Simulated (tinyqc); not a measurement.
Reverse leakage of an n+-p junction: diffusion, generation, trap-assisted and band-to-band tunnelling: leakage components against the temperature.

One-sided abrupt junction in the depletion approximation, x from the junction (0) to W on the p side, field F = F0 (1 - x/W). Flat quasi-Fermi levels, long p side. Traps generate through SRH with both lifetimes shortened by 1 + Gamma (Hurkx enhancement, form for moderate fields); band-to-band generation is local and needs a total bending above Eg.

Nc and Nv are given at 300 K and scale as (T/300 K)^1.5; all else is held fixed. ni = sqrt(Nc Nv) exp(-Eg/(2 Vt)), Eg in volts; Vbi = Vt ln(Na Nd/ni^2); W = sqrt(2 eps0 eps_r (Vbi + VR)/(q Na)); F0 = 2 (Vbi + VR)/W; FG = sqrt(24 mt m0 (kB T)^3)/(q hbar); J_diff = q ni^2 sqrt(Dn/tau)(1 - exp(-VR/Vt))/Na. u = (Vbi + VR)(1 - x/W)^2, p = Na exp(-u/Vt), n = Nd exp((u - Vbi - VR)/Vt); G0 = ni^2 (1 - exp(-VR/Vt))/(tau (n + p + 2 ni cosh(Et/Vt))); Gamma = 2 sqrt(3 pi)(F/FG) exp((F/FG)^2); trap-assisted part G0 Gamma; G_bb = Ab F^2.5 exp(-Bb/F) with F in V/cm, zero unless Vbi + VR > Eg. Currents are q times the integrals over 0 to W; J_bb under 1e-8 of J is printed as 0; rows with F0/FG above 2.2, beyond the range of this Gamma, are left out.

Parameters, values chosen for the exercise; band and dielectric values close to those of silicon: band gap Eg = 1.12 eV; relative permittivity eps_r = 11.5; conduction-band density of states at the reference temperature Nc = 2.8e19 cm^-3; valence-band density of states at the reference temperature Nv = 2.63e19 cm^-3; acceptor density of the lighter side Na = 8.2e16 cm^-3; donor density of the heavier side Nd = 1e20 cm^-3; SRH lifetime of both carriers at zero field tau = 5e-6 s; trap level above the intrinsic level Et = 0 eV; tunnelling mass mt = 0.26 m0; electron diffusion coefficient on the lighter side Dn = 4.9 cm^2/s; band-to-band prefactor Ab = 5.8e14 cm^-0.5 V^-2.5 s^-1; band-to-band field constant Bb = 1.85e7 V/cm; reverse bias VR = 0.5 V.

Constants: q = 1.602176634e-19 C, kB = 1.380649e-23 J/K, hbar = 1.054571817e-34 J s, m0 = 9.1093837015e-31 kg, Vt = kB T/q, eps0 = 8.8541878128e-14 F/cm where lengths are in cm. Results are converted to the units shown.

The same in every row: J_bb (A/cm^2) = 0.

Result of one run:
```
T (K)  F0 (kV/cm)  F0/FG  J_diff (A/cm^2)  J_SRH (A/cm^2)  J_TAT (A/cm^2)  J (A/cm^2)              largest part
340           195  0.430         5.19e-11         1.14e-8         2.08e-8     3.22e-8  trap-assisted tunnelling
```

What becomes of these results when the temperature T is changed from 340 to 370 K, all else the same?

Result of the changed run:
```
T (K)  F0 (kV/cm)  F0/FG  J_diff (A/cm^2)  J_SRH (A/cm^2)  J_TAT (A/cm^2)  J (A/cm^2)              largest part
370           194  0.376          1.48e-9         6.25e-8         9.66e-8     1.61e-7  trap-assisted tunnelling
```

The whole series:
```
T (K)  F0 (kV/cm)  F0/FG  J_diff (A/cm^2)  J_SRH (A/cm^2)  J_TAT (A/cm^2)  J (A/cm^2)              largest part
220           200  0.847         1.24e-20        1.61e-13        7.71e-13    9.32e-13  trap-assisted tunnelling
250           199  0.696         2.18e-17        6.89e-12        2.41e-11    3.09e-11  trap-assisted tunnelling
280           198  0.583         8.03e-15        1.35e-10        3.67e-10    5.02e-10  trap-assisted tunnelling
310           197  0.497         9.73e-13         1.52e-9         3.34e-9     4.87e-9  trap-assisted tunnelling
340           195  0.430         5.19e-11         1.14e-8         2.08e-8     3.22e-8  trap-assisted tunnelling
370           194  0.376          1.48e-9         6.25e-8         9.66e-8     1.61e-7  trap-assisted tunnelling
400           192  0.332          2.61e-8         2.70e-7         3.58e-7     6.54e-7  trap-assisted tunnelling
430           191  0.296          3.13e-7         9.60e-7         1.11e-6     2.38e-6  trap-assisted tunnelling
```

J rises from 9.32e-13 to 2.38e-6 A/cm^2. Trap-assisted tunnelling leads at T = 220 and in all other rows. Activation energies over the table: 1.20 eV for diffusion (Eg = 1.12 eV, raised by the T^3 of ni^2), 0.606 eV for SRH generation (Eg/2 + |Et| = 0.560 eV), 0.550 eV for the trap-assisted part, lower since Gamma grows on cooling; the total shows 0.553 eV at the cold end and 0.639 eV at the hot end.

Range of the model: The n+ side is degenerate, so Vbi from Boltzmann statistics is only a guide.

Numbers from tinyqc (`OMP_NUM_THREADS=1 python tinyqc.py 2290061 2290062 out.jsonl`; about 0.01 s on one thread of a shared Intel Xeon 2.30GHz).
